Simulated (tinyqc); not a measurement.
Trap-assisted generation and recombination current of an abrupt junction: one step, computed by the program tinyqc. Command: `OMP_NUM_THREADS=1 python tinyqc.py 3022965 3022966 out.jsonl junctionleak walk`. One thread of a shared host (Intel(R) Xeon(R) Processor @ 2.30GHz), about 0.01 s of CPU time with the checks.

Depletion approximation, flat quasi-Fermi levels across the depleted layer, long neutral regions with minority lifetimes tau_n and tau_p, full ionisation and Boltzmann statistics. Voltages in exponents stand for e V.

Task: Depleted layer under reverse bias. W = sqrt(2 eps eps_0 (V_bi - V)(1/N_A + 1/N_D)/e), x_p = W N_D/(N_A + N_D), x_n = W - x_p, peak field F_m = 2 (V_bi - V)/W; reverse bias means V = -V_r.

Inputs (values chosen for the exercise, with bands and screening modelled on InP):
```
quantity,value,unit
electron mass m_e,0.0759,m_0
valleys M_c,1,-
dielectric constant eps,12.4,-
acceptor density N_A,5.9e+16,cm^-3
donor density N_D,2.5e+17,cm^-3
reverse bias V_r,1.3,V
temperature T,350,K
```

Field enhancement: none.

V_bi = 1.145933 V

Constants: eps_0 = 8.8541878128e-12 F/m; e = 1.602176634e-19 C.

Give: W; x_p; x_n; peak field F_m.

Result:

W = 265.0 nm

x_p = 214.4 nm

x_n = 50.60 nm

peak field F_m = 1.846e+05 V/cm

Caution: one side is doped near or above its effective density of states, so Boltzmann statistics understate V_bi.
